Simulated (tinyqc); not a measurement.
# Random telegraph noise from one oxide trap in a small MOSFET, step by step

Program tinyqc, `OMP_NUM_THREADS=1 python tinyqc.py 2710067 2710068 out.jsonl`; Intel Xeon 2.30GHz, shared host, one thread, about 0.01 s. Printed values are rounded.

An acceptor-like trap exchanges electrons with the channel. Inversion charge Q = Cox u, u = n Vt W0(exp((Vg - VT)/(n Vt))), W0 the Lambert function, n = nf, Cox = eps0 eox/tox; linear regime Id = (W/L) mu Q Vd. Relative to threshold the surface potential rises by Vt ln(u/u0) and the oxide voltage by the rest of Vg - VT, with u0 = n Vt W0(1).

Parameters, values chosen for the exercise; values of the order met in silicon transistors:
- T = 350 K (temperature)
- eox = 22.2 (relative permittivity of the gate insulator (close to hafnium oxide))
- tox = 10 nm (insulator thickness)
- xt = 1.7 nm (depth of the trap from the channel interface)
- E0 = 0.03 eV (trap level above the channel Fermi level at threshold)
- s0 = 4e-16 cm^2 (capture prefactor)
- EB = 0.51 eV (capture barrier (lattice relaxation))
- lt = 0.16 nm (tunnelling decay length)
- vth = 1.3e7 cm/s (thermal velocity)
- zi = 1.6 nm (thickness of the inversion layer)
- VT = 0.35 V (threshold voltage)
- nf = 1.15 (body factor)
- W = 150 nm (gate width)
- L = 75 nm (gate length)
- mu = 110 cm^2/(V s) (mobility)
- asc = 4.7e-16 V s (scattering coefficient of the charged trap)
- Vd = 0.05 V (drain voltage)
- Vg = 0.39 V (gate voltage)

Constants: q = 1.602176634e-19 C, kB = 1.380649e-23 J/K, Vt = kB T/q, eps0 = 8.8541878128e-14 F/cm where lengths are in cm. Results are converted to the units shown.

Range of the model: VT is taken as given; short-channel effects and the uneven flow of current among few electrons are left out.

## Trap level, time constants and occupancy

N = Cox u/q; dpsi = Vt ln(u/u0); E = E0 - dpsi - (xt/tox)(Vg - VT - dpsi); capture time tc = 1/[(N/zi) vth s0 exp(-xt/lt - EB/Vt)]; emission time te = tc exp(-E/Vt); occupancy te/(tc + te).

u = 0.03739264 V
N = 4.587514e11 cm^-2
dpsi = 0.01937269 V
E = 0.007120665 eV
tc = 60.89686 s
te = 48.09078 s
occupancy = 0.4412499

The trap lies 0.24 Vt above the Fermi level, so it is empty most of the time.

## Step height

A = W L; threshold step dV = q (1 - xt/tox)/(Cox A); gm/Id = 1/(u + n Vt); relative step dI/I = (gm/Id) dV + asc mu/A. Id as defined.

electrons in the channel N A = 51.60953
dV = 0.6013596 mV
gm/Id = 13.87397 1/V
number part of dI/I = 0.8343248 %
dI/I = 0.8802803 %
Id = 0.8085008 uA
dI = 7.117074 nA

## Lorentzian spectrum

Spectrum S(f) = 4 dI^2/{(tc + te)[(1/tc + 1/te)^2 + (2 pi f)^2]}; corner fc = (1/tc + 1/te)/(2 pi); variance dI^2 tc te/(tc + te)^2. Give S at f = 0, at fc and at 10 fc.

fc = 0.005922985 Hz
S(0) = 1.342285e-15 A^2/Hz
S(fc) = 6.711423e-16 A^2/Hz
S(10 fc) = 1.328995e-17 A^2/Hz
rms current = 3.533886 nA

The rms value is 0.497 of the step; it reaches its largest share, 1/2, when tc = te.
